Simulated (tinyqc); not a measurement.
Crystallisation kinetics and data retention of a phase-change cell: two steps of the calculation.

Johnson-Mehl-Avrami-Kolmogorov law X = 1 - exp(-y^n), y = integral of k dt, k = (1/100 s) exp[-(Ec q/kB)(1/T - 1/T1)].

Values chosen for this exercise; values of the order of Ge-Sb-Te and related chalcogenides: activation energy of crystallisation Ec = 2.19 eV; temperature at which the rate k is 1/(100 s) T1 = 467 K; Avrami exponent n = 2.5; crystalline share at which the state is lost Xf = 0.3; storage temperature T = 368 K; heating rate b = 1 K/min; start of the ramp table Ta = 418 K; step of the table dT = 5 K; steps m = 10.

Constants: q = 1.602176634e-19 C, kB = 1.380649e-23 J/K. Results are converted to the units shown.

Task 1. Retention. At fixed T the state fails at t = (-ln(1 - Xf))^(1/n)/k; ten years are 3.15576e8 s.

Find: k; y at failure; time to fail; the same in years; temperature for ten years.

Result 1.

k = 4.3845e-9 1/s
y at failure = 0.66208
time to fail = 1.5100e8 s
the same in years = 4.7850
temperature for ten years = 364.11 K

The cell misses ten years at 368 K.

Task 2. A heating ramp. T rises at the rate b. Start with y = k (kB Ta^2/(q Ec))/b, the integral from cold to Ta to leading order; over each step k is taken as exponential in T, so y gains (dT/b)(k2 - k1)/ln(k2/k1). dX/dt = n y^(n - 1) k exp(-y^n), listed as 0 once y^n exceeds 23.

Wanted: T; k; y; X; dX/dt.

Result 2.

| point | T (K) | k (1/s) | y | X | dX/dt (1/s) |
|---|---|---|---|---|---|
| 0 | 418 | 1.6963e-5 | 0.0069973 | 4.0957e-6 | 2.4822e-8 |
| 1 | 423 | 3.4802e-5 | 0.014444 | 2.5075e-5 | 1.5104e-7 |
| 2 | 428 | 7.0215e-5 | 0.029581 | 1.5048e-4 | 8.9292e-7 |
| 3 | 433 | 1.3938e-4 | 0.059844 | 8.7570e-4 | 5.0967e-6 |
| 4 | 438 | 2.7239e-4 | 0.11940 | 0.0049138 | 2.7956e-5 |
| 5 | 443 | 5.2432e-4 | 0.23481 | 0.026363 | 1.4521e-4 |
| 6 | 448 | 9.9463e-4 | 0.45517 | 0.13045 | 6.6399e-4 |
| 7 | 453 | 0.0018603 | 0.86995 | 0.50633 | 0.0018630 |
| 8 | 458 | 0.0034322 | 1.6399 | 0.96806 | 5.7553e-4 |
| 9 | 463 | 0.0062491 | 3.0502 | 1.0000 | 7.3062e-9 |
| 10 | 468 | 0.011233 | 5.5998 | 1.0000 | 0 |

Range of the model: One Arrhenius rate is assumed; incubation, growth from the boundary and the non-Arrhenius kinetics of the supercooled liquid are left out.

tinyqc, about 0.02 s, one thread, Intel Xeon 2.30GHz (shared host): `OMP_NUM_THREADS=1 python tinyqc.py 2490138 2490139 out.jsonl`
